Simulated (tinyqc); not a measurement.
Collinear exchange A + BC -> AB + C on a London-Eyring-Polanyi-Sato surface: saddle, string of images and rate: one step, computed by the program tinyqc.

x = r(AB), y = r(BC), r(AC) = x + y. V is counted from separated atoms, the barrier from A + BC, that is V + D(BC).

Task: Frequencies at the saddle. Wilson matrix G = [[1/m_A + 1/m_B, -1/m_B], [-1/m_B, 1/m_B + 1/m_C]]; eigenvalues lambda of G H give nu = 15.6333042 THz x sqrt(|lambda|), the negative one being imaginary. Reactant: nu_BC from k = 2 D beta^2 and 1/m_B + 1/m_C. Skew angle: cos = sqrt(m_A m_C/((m_A + m_B)(m_B + m_C))).

Inputs (values chosen for the exercise, for a model exchange): D(BC) = 4.63 eV; beta(BC) = 2 1/angstrom; mass of A = 35 u; mass of B = 2.014 u; mass of C = 35 u.

Hessian (eV/angstrom^2), rows x, y:
$$\begin{pmatrix}
1.51923 & 7.85188 \\
7.85188 & 16.60256
\end{pmatrix}$$

Constants: nu for 1 eV/(angstrom^2 u) = 15.6333042 THz.

Give: imaginary frequency; real frequency at the saddle; nu_BC; skew angle.

Result:

imaginary frequency = 10.865 THz

real frequency at the saddle = 23.195 THz

nu_BC = 68.945 THz

skew angle = 18.988 degrees
